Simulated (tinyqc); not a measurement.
Undoped symmetric double-gate MOSFET, analytic potential model: two steps of the calculation.

An undoped body of thickness ts between two equal insulators and tied gates; long channel, electrons only, n = ni exp((psi - V)/Vt) with V the quasi-Fermi potential (0 at the source, Vd at the drain), constant mobility, no quantisation. Across the body psi(x) = V - 2 Vt ln[(ts/(2 beta)) sqrt(q ni/(2 eps0 eps_r Vt)) cos(2 beta x/ts)], x from the centre. Q is the electron charge per area of the whole body.

Inputs (values chosen for the exercise); material values close to those of silicon:
- T = 300 K (temperature)
- eps_r = 11.6 (relative permittivity of the semiconductor)
- ts = 12 nm (body thickness)
- Vg = 0.51 V (gate voltage)

Constants: q = 1.602176634e-19 C, kB = 1.380649e-23 J/K, Vt = kB T/q, eps0 = 8.8541878128e-14 F/cm where lengths are in cm. Results are converted to the units shown.

Problem 1. beta at the source by Newton steps in z = ln(tan beta). With V = 0, t = exp(z), beta = arctan(t): f = ln(beta) + (1/2) ln(1 + t^2) + 2 r beta t - (Vg - V0)/(2 Vt); with c = t/(1 + t^2), df/dz = c/beta + t c + 2 r t (c + beta); z(new) = z - f/(df/dz).

z at the start = 0
r = 0.76057530
V0 = 0.32735000 V

Wanted: beta; f; df/dz; z after iteration 1.

Solution 1.

beta = 0.7854
f = -2.233
df/dz = 3.092
z after iteration 1 = 0.7222

Problem 2. Potential and electron density across the body at the source. psi(x) as above with V = 0 and beta = beta_s; n = ni exp(psi/Vt).

| point | x/ts |
|---|---|
| 0 | 0 |
| 1 | 0.1 |
| 2 | 0.2 |
| 3 | 0.3 |
| 4 | 0.4 |
| 5 | 0.45 |
| 6 | 0.5 |

beta_s = 1.0501156
ni = 8.8103026e9 cm^-3

Find: psi; n.

Solution 2.

| point | psi (V) | n (cm^-3) |
|---|---|---|
| 0 | 0.47988 | 1.0153e18 |
| 1 | 0.48103 | 1.0614e18 |
| 2 | 0.48458 | 1.2178e18 |
| 3 | 0.49090 | 1.5552e18 |
| 4 | 0.50079 | 2.2794e18 |
| 5 | 0.50754 | 2.9601e18 |
| 6 | 0.51598 | 4.1026e18 |

The density at the surface is 4.04 times that at the centre (1/cos^2 beta).

Program tinyqc, `OMP_NUM_THREADS=1 python tinyqc.py 2440125 2440126 out.jsonl`; Intel Xeon 2.30GHz, shared host, one thread, about 0.02 s.
